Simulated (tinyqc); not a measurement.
Trap in a gate oxide as a short-range spherical well: one step. Level, tunnelling time and occupation. Two cases, with inputs chosen for the exercise.

Question. Give E_T, S, tau and ln(tau_c/tau_e) = (E_T - EF)/kB T.

Energies from the conduction edge of the channel. The trap level at depth x is E_T = dEc - Et - e Fox x (1 MV/cm = 0.01 eV/angstrom). An electron at the channel edge tunnels with the WKB exponent S = (4/3) sqrt(m/c) [dEc^(3/2) - (dEc - e Fox x)^(3/2)]/(e Fox), c = hbar^2/2m0; tau = t0 exp(S); the occupation is f = 1/(1 + exp((E_T - EF)/kB T)), tau_c = tau/f and tau_e = tau/(1 - f). Lattice relaxation is left out; a level below the channel edge needs phonons as well, so tau is then a lower bound, while a level above it can also empty elastically at its own energy, through a thinner barrier, faster than this tau.

Constants: hbar^2/2m0 = 3.80998211 eV angstrom^2; kB = 8.617333262e-05 eV/K.

Give: E_T; S; tau; ln(tau_c/tau_e).

Case 1.

Values chosen (near those of SiO2 on 4H SiC; not measured data):
- dEc = 2.76 eV (conduction offset to the channel)
- m = 0.455 m0 (mass)
- Fox = 1.3 MV/cm (oxide field, lowering levels away from the channel)
- t0 = 0.31 x 1e-11 s (time constant at the interface)
- T = 200 K (temperature)
- EF = 0.06 eV (Fermi level above the channel edge)
- x = 13 angstrom (depth of the trap)

Et = 2.047461 eV

Answer.

E_T = 0.544 eV
S = 14.696
tau = 7.48e-06 s
ln(tau_c/tau_e) = 28.1

The level lies 28 kB T above EF, so the trap is mostly empty. A flat barrier would give S = 2 sqrt(m dEc/c) x = 14.93.

Case 2.

Values chosen (near those of HfO2 on Si; not measured data):
- dEc = 1.5 eV (conduction offset to the channel)
- m = 0.189 m0 (mass)
- Fox = 1.3 MV/cm (oxide field, lowering levels away from the channel)
- t0 = 0.41 x 1e-11 s (time constant at the interface)
- T = 300 K (temperature)
- EF = -0.1 eV (Fermi level above the channel edge)
- x = 5 angstrom (depth of the trap)

Et = 1.492627 eV

Answer.

E_T = -0.058 eV
S = 2.698
tau = 6.09e-11 s
ln(tau_c/tau_e) = 1.6

The level lies within 3 kB T of EF, so the trap switches and shows as telegraph noise. A flat barrier would give S = 2 sqrt(m dEc/c) x = 2.73.

Computed by tinyqc, one run a case: `OMP_NUM_THREADS=1 python tinyqc.py N N+1 out.jsonl` with N = 1251546, 1251556; one thread of a shared Intel(R) Xeon(R) Processor @ 2.30GHz, about 0.01 s a run at most.
